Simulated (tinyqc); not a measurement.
AlGaN/GaN HEMT with access regions, lumped model: two steps of the calculation.

A polarisation-induced electron sheet under a Schottky gate, in series with two ungated access regions and contacts. Drift law v = mu E/(1 + mu E/vs) under the gate. Currents in mA/mm, resistances in ohm mm. No self-heating, no channel-length modulation; fits for polarisation, barrier and offset are chosen for the exercise.

Inputs (values chosen for the exercise); values close to those of AlGaN/GaN structures: aluminium share of the barrier x = 0.21; barrier thickness d = 18 nm; relative permittivity of barrier and channel eps_r = 9.4; channel mobility mu = 1600 cm^2/(V s); saturation velocity vs = 1.5e7 cm/s; gate length Lg = 0.15 um; source access length Ls = 2 um; drain access length Ld = 2 um; resistance of each contact Rc = 0.27 ohm mm; share of the drain-access electrons removed by traps ft = 0; gate voltage Vg = -1 V; drain voltage Vd = 1 V; critical field Ec = 3.4 MV/cm; depth over which the depleted charge spreads te = 0.27 um; insulator under the field plate tf = 200 nm; relative permittivity of that insulator ei = 7.

Constants: q = 1.602176634e-19 C, eps0 = 8.8541878128e-14 F/cm where lengths are in cm. Results are converted to the units shown.

Task 1. Drain current. Access resistance R(L, n) = L/(q mu n sqrt(1 - (I/(q n vs))^2)); Rs = Rc + R(Ls, n0), Rd = Rc + R(Ld, (1 - ft) n0). Vg' = Vg - I Rs, Vd' = Vd - I (Rs + Rd); with u = Vg' - VT, Vc = vs Lg/mu and w the smaller of Vd' and Vc [sqrt(1 + 2 u/Vc) - 1] (0 if negative), the channel gives (mu Cb/Lg)(u w - w^2/2)/(1 + w/Vc). I(new) = I + 0.2 (channel current - I).

I at the start = 310 mA/mm
VT = -3.0520079 V
Cb = 0.46238536 uF/cm^2
n0 = 8.8080412e12 cm^-2

Find: Rs; Rd; Vg'; Vd'; channel current; I after iteration 1.

Result 1.

Rs = 1.1654 ohm mm
Rd = 1.1654 ohm mm
Vg' = -1.3613 V
Vd' = 0.27744 V
channel current = 714.35 mA/mm
I after iteration 1 = 390.87 mA/mm

Task 2. On-resistance and breakdown. sigma = (5e13 x + 1.6e13 x^2) cm^-2, phiB = 0.84 + 1.3 x, dEc = 0.7 (1.71 x + x^2) in volts, Cb = eps0 eps_r/d, VT = phiB - dEc - q sigma/Cb, access density n0 = -Cb VT/q. Ron = 2 Rc + Ls/(q mu n0) + Ld/(q mu (1 - ft) n0) + Lg/(mu Cb (Vg - VT)). Off state: a depleted stretch that holds the voltage V has the peak field sqrt(k V), k = 2 q n0/(eps0 eps_r te), so one edge holds V1 = Ec^2/k. The sheet under the plate pinches off at Vf = q n0 (1/Cb + tf/(eps0 ei)); beyond it the gate edge is screened. BV = V1 if Vf >= V1, else Vf + V1, and at most Ec Ld. Specific resistance Ron (Ls + Lg + Ld); figure of merit BV^2 over it.

Find: Ron; Vf; V1; BV; specific resistance; figure of merit.

Result 2.

Ron = 2.4103 ohm mm
Vf = 48.590 V
V1 = 92.040 V
BV = 140.63 V
specific resistance = 0.10003 mohm cm^2
figure of merit = 197.71 MW/cm^2

The plate raises BV by a factor of 1.53.

Numbers from tinyqc (`OMP_NUM_THREADS=1 python tinyqc.py 2570166 2570167 out.jsonl`; about 0.03 s on one thread of a shared Intel Xeon 2.30GHz).
